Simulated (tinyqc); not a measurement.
Harmonic transition-state theory with quantum, tunnelling and friction corrections: one step, computed by the program tinyqc.

One atom hops between equivalent sites; three modes at the minimum and two real modes at the saddle are treated as harmonic, the rest of the crystal as unchanged; melting is ignored, so hot rows may lie above the melting point.

Task: Tunnelling factors. With u = h nu_b/(k_B T): Wigner factor 1 + u^2/24; parabolic barrier (Bell) (u/2)/sin(u/2), valid above T_c = h nu_b/(2 pi k_B); symmetric Eckart barrier: kappa = int_0^infinity P(E) exp(-(E - E_b)/(k_B T)) dE/(k_B T), P = (cosh 2a - 1)/(cosh 2a + cosh 2d), a = alpha sqrt(E/E_b), alpha = 2 pi E_b/(h nu_b), 2d = 2 sqrt(alpha^2 - pi^2/4).

Inputs (values chosen for the exercise, modelled on a vacancy in silicon): barrier E_b = 0.403 eV; imaginary frequency at the saddle nu_b = 6.46 THz; temperature T = 343 K.

Lattice of sites: three-dimensional.

Constants: h x 1 THz = 4.135667696 meV; k_B = 8.617333262e-05 eV/K.

Give: u; crossover temperature T_c; Wigner factor; Bell factor; Eckart factor.

Result:

u = 0.90388

crossover temperature T_c = 49.343 K

Wigner factor = 1.0340

Bell factor = 1.0349

Eckart factor = 1.0373

T/T_c = 6.95: tunnelling is a small correction.
